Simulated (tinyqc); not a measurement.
From one set of inputs to another, one input at a time: pair-potential crystal by lattice sums. Computed by tinyqc, a small Python program. Command: `OMP_NUM_THREADS=1 python tinyqc.py 3016582 3016583 out.jsonl pairsum ladder`. One thread of a shared host (Intel(R) Xeon(R) Processor @ 2.30GHz), about 0.07 s of CPU time with the checks.

Energy per atom E = (1/2) sum over neighbours of phi(r); d is the nearest-neighbour distance.

The inputs printed are set A. Inputs not listed in the table keep their values of set A, so the rows need not describe a real material.

Inputs (values chosen for the exercise, for model atoms): well depth eps = 0.0975 eV; pair minimum r0 = 3.79 angstrom; cut-off r_c/r0 = 2.21; repulsive exponent n = 8; attractive exponent m = 6.

Potential: Mie n-m. Structure: fcc.

Constants: 1 eV/angstrom^3 = 160.2176634 GPa.

Method:
- phi0(r) = eps [m (r0/r)^n - n (r0/r)^m]/(n - m); shifted-force cut-off: phi(r) = phi0(r) - phi0(r_c) - (r - r_c) phi0'(r_c) for r < r_c, zero beyond.
- Shells (distance in units of d, count): fcc 1.0000 (12), 1.4142 (6), 1.7321 (24), 2.0000 (12), 2.2361 (24), 2.4495 (8), 2.6458 (48), 2.8284 (6), 3.0000 (36), 3.1623 (24); hcp 1.0000 (12), 1.4142 (6), 1.6330 (2), 1.7321 (18), 1.9149 (12), 2.0000 (6), 2.2361 (12), 2.3805 (12), 2.4495 (6), 2.5166 (6), 2.5820 (12), 2.6458 (24), 2.7080 (6), 2.8868 (12), 3.0000 (12), 3.1091 (24), 3.1623 (12); bcc 1.0000 (8), 1.1547 (6), 1.6330 (12), 1.9149 (24), 2.0000 (8), 2.3094 (6), 2.5166 (24), 2.5820 (24), 2.8284 (24), 3.0000 (32); sc 1.0000 (6), 1.4142 (12), 1.7321 (8), 2.0000 (6), 2.2361 (24), 2.4495 (24), 2.8284 (12), 3.0000 (30), 3.1623 (24); diamond 1.0000 (4), 1.6330 (12), 1.9149 (12), 2.3094 (6), 2.5166 (12), 2.8284 (24), 3.0000 (16). Volumes per atom in d^3: fcc 0.70711, hcp 0.70711, bcc 0.76980, sc 1.00000, diamond 1.53960; hcp has the ideal c/a. Every shell inside the cut-off is summed.
- Equilibrium: dE/dd = 0 at the lowest minimum with d between 0.78 r0 and 1.45 r0; B = d^2 E''(d)/(9 Omega).
- Unrelaxed vacancy: removing an atom breaks its bonds (2|E|) and placing it on the surface returns |E|, so E_v = |E|.
- At zero stress C_ijkl = (1/(2 Omega)) sum (phi'' - phi'/r) R_i R_j R_k R_l / r^2 over all neighbours, on cube axes; so C44 = C12 (Cauchy relation). C' = (C11 - C12)/2.

Each row keeps all changes above it:
```
input moved                   from     to  energy per atom (eV)  bulk modulus B (GPa)  C11 (GPa)
set A                            -      -               -0.6580                18.526      24.91
pair minimum r0 (angstrom)    3.79   2.74               -0.6580                49.029      65.91
attractive exponent m            6      5               -0.6446                43.895      58.14
cut-off r_c/r0                2.21   2.12               -0.5978                42.327      58.36
well depth eps (eV)         0.0975  0.192               -1.1772                83.352     114.93
```

Energy per atom goes from -0.658 to -1.18, -0.519 in all. The largest single move comes from well depth eps (-0.579). Bulk modulus B goes from 18.5 to 83.4, a factor 4.50 in all. The largest single move comes from pair minimum r0 (a factor 2.65), and attractive exponent m works against it (a factor 0.895). C11 goes from 24.9 to 115, a factor 4.61 in all. The largest single move comes from pair minimum r0 (a factor 2.65), and attractive exponent m works against it (a factor 0.882). The single moves hold for this order of the switches; the total does not depend on the order.

Extremes, crossings and ranges named in words are read from the listed rows.
